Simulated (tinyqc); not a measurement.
Gas flow in a process chamber: flow regimes, conductance, effective pumping speed, pump-down, outgassing and purge: one step, computed by the program tinyqc. Command: `OMP_NUM_THREADS=1 python tinyqc.py 3121145 3121146 out.jsonl pump walk`. One thread of a shared host (Intel(R) Xeon(R) Processor @ 2.30GHz), about 0.07 s of CPU time with the checks.

Ideal gas, isothermal flow, a pump of constant speed at the end of a round pipe; process gas, volume gas and outgassing are given the same properties. 1 sccm = 101325 Pa x 1e-6 m^3/60 s x T/273.15 K.

Question. Purging a well-mixed chamber. With steady flow a contaminant decays as exp(-t/residence time); gas used = flow x time.

Inputs (values chosen for the exercise, modelled on water vapour near room temperature): temperature T = 293 K; process gas flow = 590 sccm.

residence time = 0.3051012 s

Give: time to dilute 1e3 times; time to dilute 1e6 times; gas used for 1e6.

Answer.

time to dilute 1e3 times = 2.1076 s

time to dilute 1e6 times = 4.2151 s

gas used for 1e6 = 41.449 standard cm^3
